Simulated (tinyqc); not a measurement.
Band gaps under pressure and temperature from deformation potentials: one step. Gaps at P and T.

Murnaghan: V/V0 = (1 + Bp P/B0)^(-1/Bp), B0 = (C11 + 2 C12)/3. Each gap moves by a ln(V/V0) with its volume potential a, and falls with temperature by aV T^2/(T + bV) (Varshni); the two effects are added. No change of phase is considered.

Parameters, chosen for this exercise (near those of GaP, the X and L potentials typical of such crystals; not measured data): Eg = 2.845 eV (gap at Gamma to the s-like level at 0 K, 0 GPa); EgX = 2.349 eV (gap to X at 0 K, 0 GPa); EgL = 2.718 eV (gap to L at 0 K, 0 GPa); aG = -9.86 eV (volume potential of the Gamma gap); aX = 1.06 eV (volume potential of the X gap); aL = -2.86 eV (volume potential of the L gap); aV = (0.571, 0.598, 0.565) meV/K (Varshni alpha of Gamma, X, L); bV = (365, 400, 387) K (Varshni beta of Gamma, X, L); T = 300 K (temperature).

ln(V/V0) = -0.0120190

Question. Give both shifts and the gaps.

Give: pressure shifts; temperature shifts; gaps.

Answer.

pressure shifts (eV): Gamma 0.1185, X -0.0127, L 0.0344

temperature shifts (eV): Gamma -0.0773, X -0.0769, L -0.0740

gaps (eV): Gamma 2.8862, X 2.2594, L 2.6784

The lowest valley is X (indirect gap), 419 meV below L; at 0 K and 0 GPa it is X.

Program tinyqc; command `OMP_NUM_THREADS=1 python tinyqc.py 1080748 1080749 out.jsonl`; about 0.01 s on one thread of a shared Intel(R) Xeon(R) Processor @ 2.30GHz.
